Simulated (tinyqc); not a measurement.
Worked calculation: Gamma, L and X subbands of a thin body with non-parabolic valleys. Values are carried at full precision from step to step, so a last printed digit may differ when a step is redone from the rounded ones.

Hard walls, flat band, c = hbar^2/2m0, energies from the bulk Gamma edge. For a valley at angle theta to the normal 1/m_z = cos^2/ml + sin^2/mt and m_d = sqrt(ml mt^2/m_z). Subband n starts at E_v + e with e (1 + a e) = c (n pi/t)^2/m_z, and its density-of-states mass is taken as m_d (1 + 2 a e), without further growth at higher in-plane energy. Groups are named by valley and degeneracy.

Constants: hbar^2/2m0 = 3.80998211 eV angstrom^2; kB = 8.617333262e-05 eV/K.

Parameters, chosen for this exercise (near those of a thin InAs channel; not measured data):
```
symbol  value           unit         meaning
face    100                          surface
mG      0.0265          m0           Gamma mass
aG      2.27            1/eV         Gamma non-parabolicity
EL      0.735           eV           L edge above Gamma
mL      (0.62, 0.051)   m0           L valleys (four, along <111>): ml, mt
EX      1.043           eV           X edge above Gamma
mX      (1.132, 0.161)  m0           X valleys (three, along <100>): ml, mt
aS      0.62            1/eV         non-parabolicity of L and X
t       70              angstrom     body thickness
Ns      2.8             x 1e12/cm^2  sheet density
T       300             K            temperature
eot     10              angstrom     equivalent oxide thickness
```

## Valley groups

List degeneracy, edge, m_z, m_d and a.

Groups:
```
group  g  E_v (eV)     m_z     m_d  a (1/eV)
G1     1     0.000  0.0265  0.0265      2.27
L4     4     0.735  0.0735  0.1481      0.62
X1     1     1.043  1.1320  0.1610      0.62
X2     2     1.043  0.1610  0.4269      0.62
```

## Subband edges

n = 1 to 8 for each group; list the ten lowest.

Subbands:
```
subband  g  E (eV)  DOS mass
G1 n=1   1  0.1994    0.0505
G1 n=2   1  0.5273    0.0899
L4 n=1   4  0.8334    0.1662
G1 n=3   1  0.8737    0.1316
X1 n=1   1  1.0498    0.1623
X1 n=2   1  1.0697    0.1663
L4 n=2   4  1.0793    0.2114
X2 n=1   2  1.0893    0.4514
X1 n=3   1  1.1019    0.1728
X1 n=4   1  1.1450    0.1814
```

The lowest subband is G1 n=1, 328 meV below G1 n=2; in the bulk the lowest valley is Gamma.

## Filling and quantum capacitance

n_i = g m/(2 pi c) kB T ln(1 + exp((EF - E_i)/kB T)), sum n_i = Ns (1e12/cm^2 = 1e-4/angstrom^2), c = hbar^2/2m0. Quantum capacitance Cq = 1602.176634 sum g m/(2 pi c) f_i in microfarad/cm^2 with f_i = 1/(1 + exp((E_i - EF)/kB T)); Cox = 34.5313/eot (one gate); C/Cox = Cq/(Cq + Cox), the centroid term left out.

Over the ten listed subbands, named by valley (G, L, X), degeneracy and number.

EF = 0.3320 eV

n_i in the order of the list (1e12/cm^2): 2.799  0.001  0.000  0.000  0.000  0.000  0.000  0.000  0.000  0.000

Cq = 3.36 microfarad/cm^2
Cox = 3.453 microfarad/cm^2
C/Cox = 0.493

EF lies 133 meV above the lowest edge; Gamma holds 100 % of the electrons. The low density of states costs 51 % of the gate capacitance.

## Checks

- Cq against the slope dNs/dEF by finite differences, microfarad/cm^2: both 3.36.

Run: tinyqc, `OMP_NUM_THREADS=1 python tinyqc.py 1251783 1251784 out.jsonl`; Intel(R) Xeon(R) Processor @ 2.30GHz, one thread, shared host; about 0.02 s of CPU time with all checks.
